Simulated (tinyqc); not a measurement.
# Inverter chain driving a load

N inverters, each f = Hc^(1/N) times larger than the one before: delay tau N (f + pp). Switched capacitance in units of the first input, with output capacitance pp times the input: Hc + (1 + pp)(Hc - 1)/(f - 1).

Values chosen for this exercise: load over the input capacitance of the chain Hc = 3600; parasitic delay of an inverter pp = 1; delay unit tau = 7.7 ps.

Result of one run:
```
f,delay (ps),switched capacitance
5.144,236.5,5337
```

Which number of stages N gave this result: 4, 5, 6 or 8?

N = 5.

The whole series:
```
N,f,delay (ps),switched capacitance
3,15.33,377.1,4102
4,7.746,269.4,4667
5,5.144,236.5,5337
6,3.915,227.1,6069
7,3.221,227.5,6840
8,2.783,233.0,7637
9,2.484,241.4,8451
10,2.268,251.6,9277
```

The delay goes from 377 through a minimum of 227 (at N = 6 among the rows listed) to 252 ps. The best stage effort solves pp + rho (1 - ln rho) = 0, rho = 3.59, which gives N = ln Hc/ln rho = 6.41. One stage fewer than the best costs 4.2 % in delay and saves 12 % of the switched capacitance.

Program tinyqc, `OMP_NUM_THREADS=1 python tinyqc.py 2082092 2082093 out.jsonl`; Intel Xeon 2.30GHz, shared host, one thread, about 0.01 s.
